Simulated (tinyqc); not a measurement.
Deep-level transient spectroscopy: two steps of the calculation.

Schottky contact on an n-type layer with shallow donors Nd (all ionised) and a donor-like deep trap, neutral when filled and positive when empty; depletion approximation. Traps within lam of the depletion edge stay filled. A long pulse to Vp fills the traps beyond x1 = Wp - lam; back at Vr those between x1 and x2 = Wr - lam emit. A rate window reads S = C(t2) - C(t1).

Values chosen for this exercise; material values those of a made-up semiconductor:
- eps_r = 11.9 (relative permittivity)
- Nc = 4.62e17 cm^-3 (conduction-band density of states at 300 K)
- Nd = 4.7e15 cm^-3 (shallow donor density)
- Vbi = 0.67 V (built-in voltage)
- Et = 0.45 eV (depth of the trap below the conduction edge)
- Nt = 3.5e14 cm^-3 (trap density)
- Vr = 3.6 V (reverse bias)
- Vp = 0.5 V (reverse bias during the filling pulse)
- t1 = 5 ms (first sampling time)
- t2 = 20 ms (second sampling time)
- T = 281 K (temperature of the transient)

Constants: q = 1.602176634e-19 C, kB = 1.380649e-23 J/K, eps0 = 8.8541878128e-14 F/cm where lengths are in cm. Results are converted to the units shown.

Task 1. Widths. lam = sqrt(2 eps0 eps_r (EF - ET)/(q Nd)), EF - ET = Et - (kB T/q) ln(Nc(T)/Nd), Nc(T) = Nc (T/300 K)^1.5. In the steady state at the band bending V, 2 eps0 eps_r V/q = Nd W^2 + Nt (W - lam)^2 (the second term only if W > lam). V = Vbi + Vr gives Wr and V = Vbi + Vp gives Wp; x1 = max(Wp - lam, 0).

Give: lam; Wr; Wp; x1; x2; G = (x2^2 - x1^2)/Wr^2.

Result 1.

lam = 309.0 nm
Wr = 1073 nm
Wp = 567.8 nm
x1 = 258.8 nm
x2 = 764.0 nm
G = (x2^2 - x1^2)/Wr^2 = 0.4488

Task 2. The transient. W(t)^2 = Wr^2 + (Nt/Nd)(x2^2 - x1^2) exp(-en t), C = eps0 eps_r/W; for small Nt, dC/C = -(Nt/2 Nd) G exp(-en t) with G = (x2^2 - x1^2)/Wr^2. S = C(t2) - C(t1).

t, sample 0 to 6 (ms): 0  2.5  5  12.5  20  40  100
en = 92.284283 1/s
Wr = 1073.0649 nm
G = (x2^2 - x1^2)/Wr^2 = 0.44878554

Find: C; C - C(final); S.

Result 2.

```
sample  C (nF/cm^2)  C - C(final) (pF/cm^2)
0            9.6590                 -160.08
1            9.6913                 -127.74
2            9.7172                 -101.83
3            9.7677                  -51.36
4            9.7932                  -25.81
5            9.8150                   -4.09
6            9.8190                   -0.02
```

S = 76.018 pF/cm^2

Numbers from tinyqc (`OMP_NUM_THREADS=1 python tinyqc.py 2050108 2050109 out.jsonl`; about 0.01 s on one thread of a shared Intel Xeon 2.30GHz).
